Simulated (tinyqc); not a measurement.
Valley-orbit splitting of a donor ground state, with strain: one step, computed by the program tinyqc.

The basis is the 1s envelope in each valley; energies are counted from the unstrained conduction-band edge. The strain is e_s (a a^T - 1/3) for the unit stress axis a, so valley j along n_j moves by Xi_u e_s w_j with w_j = (n_j.a)^2 - 1/3: -1/3 for x and y, +2/3 for z.

Question. Populations and ionisation. H_jj = -(E_0 + Lambda) + Xi_u e_s w_j; H_jk = -Delta_2 between opposite valleys and -Delta_1 between perpendicular ones. z = sum over levels of exp(-(E - E_ground)/k_B T), the ground-state share being 1/z; N_c = 2 (2 pi m_e k_B T/h^2)^(3/2) sum_j exp(-(shift_j - lowest shift)/k_B T); n1 = N_c/(2 z) exp(-binding/k_B T), binding = lowest shift - E_ground; without compensation n = 2 N_D/(1 + sqrt(1 + 4 N_D/n1)) (Boltzmann statistics; p and higher states left out).

Inputs (values chosen for the exercise, modelled on donors in silicon):
```
quantity                                    value   unit
single-valley binding energy E_0             30.7    meV
central-cell shift Lambda                   0.674    meV
coupling Delta_1                             3.36    meV
coupling Delta_2                             2.72    meV
shear deformation potential Xi_u             8.95     eV
shear strain e_s                          6.8e-05      -
temperature T                                  77      K
donor density N_D                           5e+15  cm^-3
density-of-states mass of one valley m_e    0.332    m_0
```

Valleys: six along <100>. Stress axis: [001].

Constants: k_B = 8.617333262e-05 eV/K; m_0 = 9.1093837015e-31 kg; k_B = 1.380649e-23 J/K; h = 6.62607015e-34 J s.

Give: partition sum z; share of neutral donors in the ground state; N_c; n1; free electrons n.

Answer.

partition sum z = 1.2702

share of neutral donors in the ground state = 0.78729

N_c = 3.6359e+18 cm^-3

n1 = 1.1417e+15 cm^-3

free electrons n = 1.8856e+15 cm^-3
